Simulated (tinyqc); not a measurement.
Worked calculation: harmonic frequencies on the RHF/sto-3g surface (energies and gradients from PySCF), for BeH2, spin multiplicity 1. Computed by tinyqc, a small Python program that keeps every step (integrals from PySCF). Settings: charge = 0, multiplicity = 1, basis = sto-3g, delta = 0.005. Command: `OMP_NUM_THREADS=1 python tinyqc.py 31993 31994 out.jsonl` (the two numbers bound the seeds that draw the settings). One thread of a shared host (Intel(R) Xeon(R) Processor @ 2.60GHz), about 1 s of CPU time with the checks.

## One row of the Hessian: 2Hy

optimised positions (bohr):
```
            x          y         z
1Be  0.006944  -0.041588  0.017011
2H   0.004181   2.397204  0.026870
3H   0.009662  -2.480338  0.007141
```

gradient at +delta (hartree/bohr):
```
               x            y            z
1Be   0.00000221  -0.00120521  -0.00000418
2H   -0.00000178   0.00119803   0.00000449
3H   -0.00000043   0.00000718  -0.00000031
```

gradient at -delta (hartree/bohr):
```
               x            y            z
1Be  -0.00000027   0.00119675   0.00000467
2H    0.00000080  -0.00118595  -0.00000472
3H   -0.00000053  -0.00001080   0.00000004
```

Displace 2Hy by +/-0.005 bohr; H(k, :) = (g(+) - g(-)) / (2 delta).

row of the Hessian (hartree/bohr^2): 1Bex 0.00024765, 1Bey -0.24019651, 1Bez -0.00088487, 2Hx -0.00025776, 2Hy 0.23839860, 2Hz 0.00092069, 3Hx 0.00001011, 3Hy 0.00179790, 3Hz -0.00003582

## Hessian by finite differences

All rows are made in the same way, and the matrix is symmetrised.

Hessian (symmetrised) (hartree/bohr^2), lower triangle:
```
             1Bex         1Bey         1Bez          2Hx          2Hy          2Hz          3Hx         3Hy
1Bex   0.04265510
1Bey  -0.00049184   0.48041205
1Bez  -0.00000199   0.00177072   0.04266171
2Hx   -0.02132987   0.00024795   0.00000100   0.01066786
2Hy    0.00024764  -0.24019650  -0.00088486  -0.00025775   0.23839860
2Hz    0.00000100  -0.00088477  -0.02133317  -0.00000104   0.00092067   0.01067130
3Hx   -0.02132614   0.00024389   0.00000099   0.01066246   0.00001011   0.00000004   0.01066413
3Hy    0.00024420  -0.24021556  -0.00088587   0.00000981   0.00179790  -0.00003590  -0.00025401  0.23841766
3Hz    0.00000099  -0.00088595  -0.02132945   0.00000004  -0.00003582   0.01066233  -0.00000103  0.00092176

            3Hz
3Hz  0.01066758
```

## Normal modes

masses (u): 1Be 9.012182, 2H 1.007825, 3H 1.007825

Diagonalise H_ij / sqrt(m_i m_j); the 5 smallest eigenvalues belong to translations and rotations; wavenumber = sqrt(eigenvalue / 1822.888) x 219474.63; each mode has its largest component positive (the first on a tie); zero-point energy = sum of wavenumbers / 2, with 349.755 1/cm per kcal/mol.

eigenvalues of the mass-weighted Hessian (hartree/(bohr^2 u)): 0.000000  0.000000  0.000000  0.000003  0.000003  0.025896  0.025896  0.234777  0.291653

harmonic wavenumbers of the vibrations (1/cm): 827.2  827.2  2490.8  2776.1

mass-weighted modes:
```
         mode 1     mode 2     mode 3     mode 4
1Bex  -0.011764  -0.427356   0.000004   0.000480
1Bey   0.001715  -0.000528  -0.000079  -0.427522
1Bez  -0.427353   0.011762   0.000001  -0.001729
2Hx    0.017591   0.639043  -0.000800  -0.000723
2Hy   -0.002563   0.000796   0.707218   0.639091
2Hz    0.639038  -0.017588   0.002859   0.002584
3Hx    0.017588   0.638931   0.000789  -0.000713
3Hy   -0.002567   0.000783  -0.706983   0.639351
3Hz    0.638926  -0.017585  -0.002861   0.002588
```

zero-point energy = 9.894496 kcal/mol

Within a degenerate level the vectors are fixed only up to a rotation; this is one choice.
